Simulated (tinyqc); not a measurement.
Hubbard chain of 3 sites, step by step. One step of it, computed by the program tinyqc.

Problem. Mean-field iteration 1. H(up) = T + U n(down), H(down) = T + U n(up); fill the lowest levels; n(new) = n + mixing (n(out) - n); E = tr T (rho up + rho down) + U sum n_up n_down of the output.

one-body matrix (hopping and site energies) (eV), order 1, 2, 3:
```
[[0.120000, -1.330000, 0.000000],
 [-1.330000, 0.140000, -1.330000],
 [0.000000, -1.330000, -0.670000]]
```

U = 1.100000 eV

electrons, up and down: [2, 1]

mixing = 0.200000

n(up) at the start (a guess, not normalised): [0.967000, 0.367000, 0.967000]

n(down) at the start (a guess): [0.033000, 0.633000, 0.033000]

Give: levels, up; levels, down; energy; n(up) after iteration 1; n(down) after iteration 1.

Solution.

levels, up (eV): [-1.7250, -0.1939, 2.2777]

levels, down (eV): [-1.2548, 0.7784, 2.5975]

energy = -3.5607 eV

n(up) after iteration 1: [0.9245, 0.3687, 0.9475]

n(down) after iteration 1: [0.0569, 0.6090, 0.0932]
